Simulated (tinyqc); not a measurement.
Inside a calculation. Model: thermal boundary conductance by the acoustic and diffuse mismatch models. Computed by tinyqc, a small Python program that keeps every step. Command: `OMP_NUM_THREADS=1 python tinyqc.py 3020166 3020167 out.jsonl kapitza walk`. One thread of a shared host (Intel(R) Xeon(R) Processor @ 2.30GHz), about 0.01 s of CPU time with the checks. Intermediate numbers are printed to about 7 digits and carried at full precision; extremes and crossings named in words are read from the listed rows.

Each side has one longitudinal and two transverse Debye branches, omega = v q up to q_D = (6 pi^2 n)^(1/3), with n counting all atoms. Scattering at the interface is elastic. Electrons are left out of G, also for metals. Melting is ignored. G refers to the temperatures of the phonons sent towards the interface. Linear branches over all atoms overstate G at high T, most for crystals with several atoms a cell.

Inputs (values chosen for the exercise, for two model solids): density rho_1 = 12.5 g/cm^3; longitudinal velocity vL_1 = 8090 m/s; transverse velocity vT_1 = 4230 m/s; atom density n_1 = 64.9 1/nm^3; conductivity kappa_1 = 182 W/(m K); density rho_2 = 3.85 g/cm^3; longitudinal velocity vL_2 = 11400 m/s; transverse velocity vT_2 = 5680 m/s; atom density n_2 = 56 1/nm^3; conductivity kappa_2 = 35.3 W/(m K); temperature T = 77 K; thickness d_1 = 17 nm; thickness d_2 = 180 nm; heat flux J = 1.9 kW/cm^2.

Structure: superlattice.

Constants: hbar = 1.054571817e-34 J s; k_B = 1.380649e-23 J/K.

## Cut-off frequencies and impedances

omega_c = v q_D for each branch, given as hbar omega_c/k_B; impedance Z = rho v.

Branches:
```
branch     v (m/s)  cut-off (K)  Z (1e6 kg/(m^2 s))
L, side 1     8090      967.921             101.125
T, side 1     4230      506.095              52.875
L, side 2    11400     1298.506              43.890
T, side 2     5680      646.975              21.868
```

## Acoustic mismatch: transmission of each branch

No mode conversion. t(theta) = 4 Z_1 Z_2 cos(theta_1) cos(theta_2)/N^2, with N = Z_2 cos(theta_1) + Z_1 cos(theta_2) for L (the form for pressure waves) and N = Z_1 cos(theta_1) + Z_2 cos(theta_2) for both T branches (the form for shear waves polarised along the interface); sin(theta_2) = (v_2/v_1) sin(theta_1), and t = 0 beyond the critical angle arcsin(v_1/v_2); the mean over the incoming flux is alpha = 2 int t sin(theta_1) cos(theta_1) d theta_1 (64 Gauss-Legendre points).

Transmission:
```
branch  t at normal incidence  largest angle from side 1 (deg)  alpha, 1 to 2  alpha, 2 to 1
L                   0.8442251                         45.20637      0.4572550      0.9079693
T                   0.8279010                         48.13491      0.3946826      0.7116459
```

For L waves from side 1 the critical cone of 45 degrees bounds the transmission; the mean is 0.46 against 0.84 at normal incidence. For T waves from side 1 the critical cone of 48 degrees bounds the transmission; the mean is 0.39 against 0.83 at normal incidence.

## Diffuse mismatch: transmission at low frequency

A phonon forgets its side and branch: alpha(1 to 2) = S_2/(S_1 + S_2), S_i = 1/vL_i^2 + 2/vT_i^2.

S_1 = 1.270555e-07 s^2/m^2

S_2 = 6.968634e-08 s^2/m^2

diffuse alpha, 1 to 2 = 0.3542020

## Boundary conductance

G = (k_B^4 T^3/(8 pi^2 hbar^3)) int W(x) x^4 e^x/(e^x - 1)^2 dx, x = hbar omega/(k_B T). Acoustic mismatch: W = sum over the three branches of alpha(1 to 2)/v_1^2, each up to the lower of its two cut-offs. Diffuse mismatch: W = S_1 S_2/(S_1 + S_2), where S_i sums 1/v^2 over the branches of side i still below their cut-off. Radiation limit: W = min(S_1, S_2). The integral is split at the four cut-offs (64 Gauss-Legendre points a piece, x at most 45). Boundary resistance R = 1/G and Kapitza length kappa_2/G use the diffuse value.

G, acoustic mismatch = 196.6961 MW/(m^2 K)

G, diffuse mismatch = 176.6501 MW/(m^2 K)

G, radiation limit = 271.0340 MW/(m^2 K)

boundary resistance R = 5.660908 m^2 K/GW

Kapitza length in side 2 = 199.8300 nm

The diffuse value is 0.90 times the acoustic one and 65 % of the radiation limit. Diffuse scattering lowers G here: it sends back a share of the phonons that specular transmission lets pass. Caution: kappa_2 is of room-temperature size, so the Kapitza length is only nominal at this T.

## Conductance against temperature

The formulas are those given above.

G (MW/(m^2 K)):
```
T (K)  acoustic mismatch  diffuse mismatch  radiation limit
2            0.004166933       0.003669590      0.005682256
5             0.06510832        0.05733734       0.08878525
10             0.5208666         0.4586987        0.7102820
20              4.166932          3.669589         5.682255
40              33.20792          29.26127         45.29915
80              214.5295          193.0786         295.9099
150             639.0216          589.8718         886.0578
300             1169.590          1069.432         1589.318
600             1452.131          1314.193         1948.220
1000            1529.584          1380.225         2045.147
```

All three follow T^3 at the cold end (exponent 3.00 for the diffuse model) and flatten at high T (exponent 0.10 at the hot end); the lowest cut-off is 506 K. The ratio of diffuse to acoustic goes from 0.88 to 0.90. The plateau is set by the frequencies that both sides share.

## Cross-plane conductivity of the superlattice

kappa_eff = (d_1 + d_2)/(d_1/kappa_1 + d_2/kappa_2 + 2 R), two interfaces a period, with bulk conductivities in the layers; the gradient is J/kappa_eff.

kappa_eff = 11.92900 W/(m K)

kappa_eff without interfaces = 37.93892 W/(m K)

interface share of the resistance = 0.6855735

temperature gradient = 1.592757 K/micrometre

Layers and interfaces share the resistance. Caution: the conductivities are of room-temperature size; at this T real values can differ much and free paths can be long. Caution: R from emitted-phonon temperatures is too large for use in series with Fourier layers, by up to a factor of about 2. Caution: layers this thin are often below the phonon free path, where bulk conductivities and independent interfaces no longer hold.

Checks made by the program: detailed balance alpha_12/v_1^2 = alpha_21/v_2^2 (relative difference below 1e-10); low-temperature limit G = pi^2 k_B^4 T^3 alpha S_1/(30 hbar^3) (relative difference below 1e-10).
